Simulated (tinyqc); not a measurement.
# Resistance of a tapered via with liner, size effect and interface: via resistance against the sidewall angle

A round via whose diameter grows from db at the bottom as D(z) = db + 2 z/tan(ang). The fill, of diameter D - 2 tl, starts above the bottom liner (thickness fb tl) and has rho = rho0 (1 + ks lam/(D - 2 tl)); the sidewall liner conducts in parallel with it. The bottom liner and the interface are crossed over the full area pi db^2/4. Spreading in the lines above and below is left out.

Slices between z0 = fb tl and hv, evaluated at their midpoints: conductance per length pi/4 [(D - 2 tl)^2/rho + (D^2 - (D - 2 tl)^2)/rl], slice resistance = slice height over that. 2000 slices. R_fill = sum of the slices; R_bottom = rl fb tl/(pi db^2/4); R_interface = ri/(pi db^2/4); ballistic (Sharvin) limit 1/(Sb pi (db - 2 tl)^2/4); ideal cylinder rho0 hv/(pi db^2/4).

Values chosen for this exercise; fill metal close to molybdenum:
- db = 9.7 nm (diameter at the bottom)
- hv = 21 nm (height)
- rho0 = 5.4 uohm cm (bulk resistivity of the fill)
- lam = 11.1 nm (mean free path of the fill)
- ks = 1 (size-effect factor)
- tl = 0 nm (liner on the sidewall)
- fb = 0.5 (liner at the bottom over that on the sidewall)
- rl = 390 uohm cm (resistivity of the liner)
- ri = 2.5e-12 ohm cm^2 (interface resistivity at the bottom)
- Sb = 1.3e15 S/m^2 (ballistic conductance per area, about 3/(4 rho0 lam))

The same in every row: R_bottom (ohm) = 0; R_interface (ohm) = 3.383; ballistic limit (ohm) = 10.41.

Via resistance against the sidewall angle:
```
ang (degrees)  R_fill (ohm)  R (ohm)  R over ideal cylinder  largest part
90                    32.91    36.29                  2.365          fill
89                    30.02    33.40                  2.177          fill
88                    27.58    30.97                  2.018          fill
87                    25.50    28.88                  1.882          fill
86                    23.69    27.07                  1.764          fill
84                    20.73    24.11                  1.571          fill
82                    18.39    21.78                  1.419          fill
```

What does the comparison show?

R falls from 36.3 to 21.8 ohm. The fill is the largest part at ang = 90 and in all other rows. The share of the two bottom terms goes from 9.32 to 15.5 %. For ang = 84, 82 the ballistic limit exceeds half of R_fill, so the diffusive model understates R.

Program tinyqc, `OMP_NUM_THREADS=1 python tinyqc.py 2750057 2750058 out.jsonl`; Intel Xeon 2.30GHz, shared host, one thread, about 0.01 s.
